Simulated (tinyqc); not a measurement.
## Thermal resistances of a two-die stack

Problem. Heat leaves through the lower die only, and the system is linear. Find the resistance R1 from the lower die to the coolant, R2 between the dies, and the rise of the upper die when both are powered.

Parameters, values chosen for the exercise: power of the lower die P1 = 13 W; power of the upper die P2 = 4.7 W.

rises of the lower and upper die with only the lower one powered (K): [4.16, 4.16]
rises of the lower and upper die with only the upper one powered (K): [1.504, 2.491]

Answer. With only the lower die powered no heat crosses R2, so both dies rise by P1 R1; the difference in the second test is P2 R2; rises add.

R1 = 0.3200 K/W
R2 = 0.2100 K/W
rise of the upper die = 6.651 K

tinyqc, about 0.02 s, one thread, Intel Xeon 2.30GHz (shared host): `OMP_NUM_THREADS=1 python tinyqc.py 2162037 2162038 out.jsonl`
